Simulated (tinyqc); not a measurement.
Gas flow in a process chamber: flow regimes, conductance, effective pumping speed, pump-down, outgassing and purge: one step, computed by the program tinyqc. Command: `OMP_NUM_THREADS=1 python tinyqc.py 3120987 3120988 out.jsonl pump walk`. One thread of a shared host (Intel(R) Xeon(R) Processor @ 2.30GHz), about 0.09 s of CPU time with the checks.

Ideal gas, isothermal flow, a pump of constant speed at the end of a round pipe; process gas, volume gas and outgassing are given the same properties. 1 sccm = 101325 Pa x 1e-6 m^3/60 s x T/273.15 K.

Task: Purging a well-mixed chamber. With steady flow a contaminant decays as exp(-t/residence time); gas used = flow x time.

Inputs (values chosen for the exercise, modelled on oxygen near room temperature): temperature T = 350 K; process gas flow = 250 sccm.

residence time = 0.1133964 s

Give: time to dilute 1e3 times; time to dilute 1e6 times; gas used for 1e6.

Result:

time to dilute 1e3 times = 0.7833 s

time to dilute 1e6 times = 1.567 s

gas used for 1e6 = 6.528 standard cm^3
